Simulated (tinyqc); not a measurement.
Inside a calculation. Method: RKS/PBE0 in the sto-3g basis, for H3+, spin multiplicity 1. One step of it, computed by the program tinyqc.

Problem. Orthogonalisation. S = U s U^T; symmetric (Loewdin) form X = U s^(-1/2) U^T, so that X^T S X = 1.

overlap S, lower triangle:
```
          1H 1s     2H 1s     3H 1s
1H 1s  1.000000
2H 1s  0.468088  1.000000
3H 1s  0.468088  0.101285  1.000000
```

Give: eigenvalues of S; X.

Solution.

eigenvalues of S: 0.387  0.899  1.715

X, lower triangle:
```
        1H 1s  2H 1s  3H 1s
1H 1s   1.218
2H 1s  -0.298  1.104
3H 1s  -0.298  0.049  1.104
```
